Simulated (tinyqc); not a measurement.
# Single-junction solar cell, detailed-balance limit, step by step

Numbers from tinyqc (`OMP_NUM_THREADS=1 python tinyqc.py 2820010 2820011 out.jsonl`; about 0.01 s on one thread of a shared Intel Xeon 2.30GHz). Printed values are rounded.

Every photon above the gap Eg makes one pair and none below is absorbed; carriers thermalise at T and move without loss. Jsc = q fs X Phi(Eg, Ts); the dark current is J0 = q ge Phi(Eg, T)/ERE with the Boltzmann factor exp(V/Vt). The efficiency is the electrical power over fs X sigma Ts^4.

Values chosen for this exercise: cell temperature T = 300 K; temperature of the black-body sun Ts = 5760 K; share of the hemisphere filled by the sun fs = 2.16e-5; concentration X = 100; external radiative efficiency ERE = 0.1; number of faces that emit ge = 1; band gap Eg = 2.1 eV.

Constants: q = 1.602176634e-19 C, kB = 1.380649e-23 J/K, h = 6.62607015e-34 J s, c = 299792458 m/s, Vt = kB T/q. Results are converted to the units shown.

## Photon flux of the source, term by term

Photon flux above E from a black body at temperature T into a hemisphere: Phi(E, T) = A sum_k exp(-k E/th)[E^2 th/k + 2 E th^2/k^2 + 2 th^3/k^3], k = 1, 2, ..., with th = kB T/q in eV and A = 2 pi q^3/(h^3 c^2). The first six terms at E = Eg, T = Ts are listed; the flux takes all.

th = 0.4963584 eV
A = 9.883290e22 cm^-2 s^-1 eV^-3
terms k = 1..6 (eV^3): [0.05043068, 2.925593e-4, 2.624442e-6, 2.752411e-8, 3.127314e-10, 3.730365e-12]
Phi(Eg, Ts) = 5.013388e21 cm^-2 s^-1

The first term, the Boltzmann limit, holds 99.4 % of the flux.

## Photocurrent, dark current and incident power

Photon flux above E from a black body at temperature T into a hemisphere: Phi(E, T) = A sum_k exp(-k E/th)[E^2 th/k + 2 E th^2/k^2 + 2 th^3/k^3], k = 1, 2, ..., with th = kB T/q in eV and A = 2 pi q^3/(h^3 c^2). Jsc = q fs X Phi(Eg, Ts), J0 = q ge Phi(Eg, T)/ERE. Pin = fs X sigma Ts^4, sigma = 2 pi^5 kB^4/(15 h^3 c^2).

Jsc = 1734.984 mA/cm^2
J0 = 9.745162e-29 mA/cm^2
Pin = 13482.03 mW/cm^2

## Iteration 1: maximum power point by Newton steps

v at the start = 71.96

With v = V/Vt the power is largest where f = (1 + v) exp(v) - 1 - Jsc/J0 vanishes; f' = (2 + v) exp(v), v(new) = v - f/f'.

f = 1.285110e33
f' = 1.320772e33
v after iteration 1 = 70.98700

## Iteration 2: maximum power point by Newton steps

As before.

f = 4.680626e32
f' = 4.926155e32
v after iteration 2 = 70.03684

## Course of the iteration: maximum power point by Newton steps

Stop when v changes by less than 1e-10, or after 40 iterations.

Course of the iteration:
```
iteration,v,|change|
1,70.98700,0.973
2,70.03684,0.950
3,69.14542,0.891
4,68.39330,0.752
5,67.90886,0.484
6,67.74263,0.166
7,67.72694,0.0157
8,67.72681,1.26e-4
9,67.72681,8.08e-9
10,67.72681,0
```

Converged in 10 iterations. At the end the number of correct digits about doubles with each step.

## Voltages, fill factor and efficiency

v = 67.72681

Voc = Vt ln(1 + Jsc/J0), Vmp = v Vt, Jmp = Jsc - J0 (exp(v) - 1), FF = Vmp Jmp/(Voc Jsc), efficiency Vmp Jmp/Pin.

Voc = 1.860231 V
Eg/q - Voc = 0.2397689 V
Vmp = 1.750873 V
Jmp = 1709.739 mA/cm^2
FF = 0.9275179
efficiency = 22.20390 %

Of the voltage deficit, Vt ln(1/ERE) = 59.5 mV is due to non-radiative recombination.
